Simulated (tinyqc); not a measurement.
Gate sweep: gated graphene: carriers, quantum capacitance and optical conductivity.

Cones E = +/- hv |k|, four flavours, D(E) = 2|E|/(pi hv^2). n = (2/pi)(kT/hv)^2 F_1(mu/kT), p = (2/pi)(kT/hv)^2 F_1(-mu/kT), in 1/angstrom^2 (1e16 for 1/cm^2); F_1(eta) = integral_0^infinity x dx/(1 + exp(x - eta)). Cq/e^2 = d(n - p)/d mu = (2 kT/(pi hv^2)) ln(2 + 2 cosh(mu/kT)).

Gate: V = mu/e + e (n - p)/Cox with Cox/e^2 = k/(4 pi e2 t), t in angstrom, e2 = e^2/(4 pi eps0); 1/(eV angstrom^2) in C/e^2 equals 1602.176634 microfarad/cm^2; total 1/C = 1/Cox + 1/Cq.

Constants: kB = 8.617333262e-05 eV/K; e^2/(4 pi eps0) = 14.39964547 eV angstrom.

Values chosen for the exercise (Fermi velocity near that of graphene, gate dielectric near SiO2; not measured data): hv = 6.56 eV angstrom (hbar vF); T = 300 K; k = 3.86 (dielectric constant of the gate layer); t = 30 nm (its thickness).

Results:

| V (V) | mu (eV) | n - p (1/cm^2) | n + p (1/cm^2) | Cq (microfarad/cm^2) | C/Cox | Cox V/e (1/cm^2) |
|---|---|---|---|---|---|---|
| 0 | 0.0000 | 0 | 1.63e+11 | 0.849 | 0.882 | 0 |
| 0.058 | 0.0068 | 3.64e+10 | 1.66e+11 | 0.860 | 0.883 | 4.12e+10 |
| 0.16 | 0.0184 | 1.01e+11 | 1.88e+11 | 0.926 | 0.890 | 1.14e+11 |
| 0.39 | 0.0410 | 2.48e+11 | 2.87e+11 | 1.20 | 0.913 | 2.77e+11 |
| 0.78 | 0.0694 | 5.05e+11 | 5.19e+11 | 1.73 | 0.938 | 5.55e+11 |
| 1.4 | 0.1017 | 9.23e+11 | 9.27e+11 | 2.43 | 0.955 | 9.95e+11 |
| 1.9 | 0.1221 | 1.26e+12 | 1.27e+12 | 2.91 | 0.962 | 1.35e+12 |
| 2.9 | 0.1555 | 1.95e+12 | 1.95e+12 | 3.69 | 0.970 | 2.06e+12 |
| 4.3 | 0.1931 | 2.92e+12 | 2.92e+12 | 4.58 | 0.976 | 3.06e+12 |

At neutrality n + p = 1.63e+11 1/cm^2 of thermal carriers remain and C/Cox = 0.882; at the last row C/Cox = 0.976 and the plain capacitor rule overstates n - p by 4.7 %. Between the last two rows mu goes as V^0.55; for |mu| well above kT the limits are 1/2 where Cox is small against Cq and 1 where it is large.

Program tinyqc; command `OMP_NUM_THREADS=1 python tinyqc.py 1651868 1651869 out.jsonl`; about 0.01 s on one thread of a shared Intel(R) Xeon(R) Processor @ 2.30GHz.
